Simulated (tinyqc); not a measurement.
Inside a calculation. Method: CIS and TDHF on RHF in the sto-3g basis, for H3-, spin multiplicity 1. The basis has no diffuse functions, so it cannot describe the extra electron: this is an exercise in the method, not the real anion. One step of it, computed by the program tinyqc.

Problem. TDHF (RPA) singlet states. B(ia,jb) = 2 (ia|jb) - (ib|ja); the squared energies are the eigenvalues of (A - B)(A + B); 1 hartree = 27.211386 eV.

CIS matrix A, singlet (hartree):
```
           1>3        2>3
1>3   0.751775  -0.001060
2>3  -0.001060   0.520147
```

Two-electron integrals over orbitals (pq|rs), unique and non-zero (hartree):
```
(11|11) 0.518411    (21|11) -0.010389   (21|21) 0.156055    (22|11) 0.453693
(22|21) 0.011381    (22|22) 0.516764    (31|11) 0.074365    (31|21) 0.007464
(31|22) -0.056059   (31|31) 0.143693    (32|11) 0.011359    (32|21) -0.142391
(32|22) -0.013140   (32|31) -0.002621   (32|32) 0.145563    (33|11) 0.536097
(33|21) -0.004183   (33|22) 0.467539    (33|31) 0.090829    (33|32) 0.006632
(33|33) 0.582747
```

Give: TDHF matrix B, singlet; squared energies w^2; TDHF energies from the positive w^2.

Solution.

TDHF matrix B, singlet (hartree):
```
        1>3     2>3
1>3   0.144  -0.003
2>3  -0.003   0.146
```

squared energies w^2 (hartree^2): 0.249  0.545

TDHF energies from the positive w^2 (eV): 13.588  20.080
